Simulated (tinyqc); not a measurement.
Inside a calculation. Model: current of a Schottky diode by thermionic-emission-diffusion theory, and its read-back from I-V-T and C-V data. Computed by tinyqc, a small Python program that keeps every step. Command: `OMP_NUM_THREADS=1 python tinyqc.py 3024002 3024003 out.jsonl schottky walk`. One thread of a shared host (Intel(R) Xeon(R) Processor @ 2.30GHz), about 0.01 s of CPU time with the checks. Intermediate numbers are printed to about 6 digits and carried at full precision; extremes and crossings named in words are read from the listed rows.

Full ionisation, no tunnelling, no recombination current. V is the voltage across the junction itself, forward positive.

Inputs (values chosen for the exercise, modelled on n-type GaAs):

| quantity | value | unit |
|---|---|---|
| Richardson constant A* | 8.4 | A/(cm^2 K^2) |
| effective density of states at 300 K, N_c | 4.8e+17 | 1/cm^3 |
| permittivity eps | 12.9 | - |
| mobility mu | 6900 | cm^2/(V s) |
| barrier without image force phi_0 | 0.912 | eV |
| doping N | 2.8e+16 | 1/cm^3 |
| series resistance R_s | 0.51 | milliohm cm^2 |
| junction voltage V | 0.25 | V |
| temperature T | 300 | K |

Barrier: uniform.

Constants: k_B = 8.617333262e-05 eV/K; e = 1.602176634e-19 C; eps_0 = 8.8541878128e-12 F/m.

## Barrier at the given bias

N_c(T) = N_c (T/300 K)^(3/2); V_bi = phi_0 - (k_B T/e) ln(N_c(T)/N); surface field F = sqrt(2 e N (V_bi - V - k_B T/e)/(eps eps_0)); image lowering d_phi = sqrt(e F/(4 pi eps eps_0)); effective barrier phi = phi_0 - d_phi.

built-in voltage V_bi = 0.838539 V

surface field F = 66.4835 kV/cm

image lowering = 27.2419 meV

effective barrier phi = 0.884758 eV

## Current

Collection velocity v_R = A* T^2/(e N_c(T)); diffusion velocity v_D = mu F; J = e N_c(T) v_R/(1 + v_R/v_D) exp(-phi/k_B T) [exp(e V/k_B T) - 1]. Terminal voltage V + J R_s.

v_R = 9.83038e+06 cm/s

v_D = 4.58736e+08 cm/s

current density J = 1.60627e-05 A/cm^2

terminal voltage = 0.250000 V

v_D/v_R = 46.7: emission over the barrier limits the current.

## Read-back from the I-V curve

Ideality n = (e/k_B T)/(d ln J/dV) by a central difference of +/- 1 mV; J_0 = J exp(-e V/(n k_B T)); apparent barrier phi_IV = k_B T ln(A* T^2/J_0); a C-V plot gives phi_CV = phi_0, the mean without lowering.

ideality factor n = 1.01268

extrapolated J_0 = 1.14445e-09 A/cm^2

apparent barrier phi_IV = 0.882177 eV

phi_CV - phi_IV = 29.8227 meV

n exceeds 1 because forward bias lowers the field, which weakens the image lowering.

## Temperature series and Richardson plot

A least-squares line of ln(J_0/T^2) against 1/(k_B T) gives a barrier (minus the slope) and a Richardson constant (exp of the intercept).

At the same junction voltage:

| T (K) | 1/k_B T (1/eV) | n | J_0 (A/cm^2) | phi_IV (eV) | ln(J_0/T^2) |
|---|---|---|---|---|---|
| 200 | 58.0226 | 1.01182 | 2.04485e-17 | 0.881613 | -49.0253 |
| 250 | 46.4181 | 1.01224 | 8.75583e-13 | 0.881877 | -38.8068 |
| 300 | 38.6817 | 1.01268 | 1.14445e-09 | 0.882177 | -31.9959 |
| 350 | 33.1558 | 1.01306 | 2.01579e-07 | 0.882537 | -27.1330 |
| 400 | 29.0113 | 1.01325 | 1.00731e-05 | 0.882994 | -23.4886 |
| 450 | 25.7878 | 1.01310 | 2.16207e-04 | 0.883596 | -20.6578 |

barrier from the Richardson plot = 0.880101 eV

Richardson constant from the plot = 7.72166 A/(cm^2 K^2)

From 200 to 450 K n goes from 1.012 to 1.013 and phi_IV from 0.882 to 0.884 eV. The plot returns 0.880 eV against phi_0 = 0.912 and a constant 0.919 times the true A*.

## Forward curve with series resistance

Terminal voltage V + J R_s; apparent ideality from neighbouring rows, (e/k_B T) dV_terminal/d ln J.

Forward curve; the last column belongs to the interval up to the next row:

| V (V) | J (A/cm^2) | terminal voltage (V) | apparent n |
|---|---|---|---|
| 0.197 | 2.11880e-06 | 0.19700 | 1.01234 |
| 0.273 | 3.86613e-05 | 0.27300 | 1.01398 |
| 0.350 | 7.29439e-04 | 0.35000 | 1.01604 |
| 0.426 | 1.31727e-02 | 0.42601 | 1.02023 |
| 0.502 | 2.36033e-01 | 0.50212 | 1.05072 |
| 0.579 | 4.34056e+00 | 0.58121 | 1.52084 |
| 0.655 | 7.53099e+01 | 0.69341 | 9.50688 |
| 0.732 | 1.29529e+03 | 1.39260 | - |

The resistance takes over where J R_s exceeds k_B T/e, at J = 50.7 A/cm^2; the apparent ideality climbs from 1.01 to 9.51, so barrier and n must be read below that current.

Checks made by the program: v_D = mu F against the drift-diffusion integral over the parabolic barrier, a ratio 2 y Dawson(y) with y^2 = (V_bi - V)/(k_B T/e) - 1 (relative difference 2e-02).
